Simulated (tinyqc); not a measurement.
Line shape against size: Raman line shape of confined optical phonons and breathing modes of small crystals. Computed by tinyqc, a small Python program. Command: `OMP_NUM_THREADS=1 python tinyqc.py 3017603 3017604 out.jsonl confine walk`. One thread of a shared host (Intel(R) Xeon(R) Processor @ 2.30GHz), about 0.02 s of CPU time with the checks.

Confinement in 3 direction(s) lets phonons with q away from zero scatter light. q is in units of 2 pi/a, from 0 to 1, and the branch is isotropic: omega(q)^2 = (omega_0^2 + omega_X^2)/2 + ((omega_0^2 - omega_X^2)/2) cos(pi q). The model and its constant beta are phenomenological; beta = 8 is the common choice.

Inputs (values chosen for the exercise, modelled on silicon):

| quantity | value | unit |
|---|---|---|
| bulk frequency omega_0 | 520.3 | 1/cm |
| frequency at the zone boundary omega_X | 401 | 1/cm |
| natural width Gamma_0 | 3.2 | 1/cm |
| lattice constant a | 5.431 | angstrom |
| size L | 4.7 | nm |
| confinement constant beta | 4 | - |

Shape: sphere.

Method:
- Weight W(q) = q^2 exp(-(2 L q/a)^2/(2 beta)) dq, that is exp(-k^2 L^2/(2 beta pi^2)) for k = 2 pi q/a.
- Width q_c = a sqrt(2 beta)/(2 L), where the exponential falls to 1/e; curvature of the branch: omega(q) = omega_0 - c q^2, c = pi^2 (omega_0^2 - omega_X^2)/(8 omega_0); for small q_c the mean of q^2 is (number of confined directions) q_c^2/2, and the mean shift is -c times that.
- I(omega) = int W(q) / [(omega - omega(q))^2 + (Gamma_0/2)^2] dq / int W dq x (Gamma_0/2)^2, by 400 Gauss-Legendre points on 0 < q < min(1, 2.5 a sqrt(2 beta)/L).
- The peak is the maximum of I; the width is taken between the half-maximum points, and the asymmetry is the low-side half-width over the high-side one.

mean shift, quadratic estimate = -10.4396 1/cm

Line shape:

| L (nm) | peak shift (1/cm) | full width (1/cm) | asymmetry | mean shift, quadratic estimate (1/cm) |
|---|---|---|---|---|
| 3 | -10.373 | 32.759 | 2.5366 | -25.623 |
| 3.6 | -7.4425 | 23.452 | 2.4689 | -17.794 |
| 4.4 | -5.2786 | 16.521 | 2.3281 | -11.912 |
| 5.5 | -3.6866 | 11.507 | 2.1097 | -7.6235 |
| 7 | -2.5543 | 8.1211 | 1.838 | -4.7063 |
| 10 | -1.5134 | 5.3681 | 1.4616 | -2.3061 |
| 15 | -0.82086 | 3.9554 | 1.1715 | -1.0249 |
| 25 | -0.3459 | 3.3477 | 1.0257 | -0.36898 |

What follows from these numbers?

The peak shift falls with exponent -1.82 at the small end and -1.69 at the large end. For still larger L it tends to the mean shift, which goes as 1/L^2; the ratio is 0.40 in the first row and 0.94 in the last. The width exceeds Gamma_0 by over 10 % for L up to 15 nm. In a sphere the factor q^2 removes the weight at q = 0, so the peak itself moves strongly.

Extremes, crossings and ranges named in words are read from the listed rows.
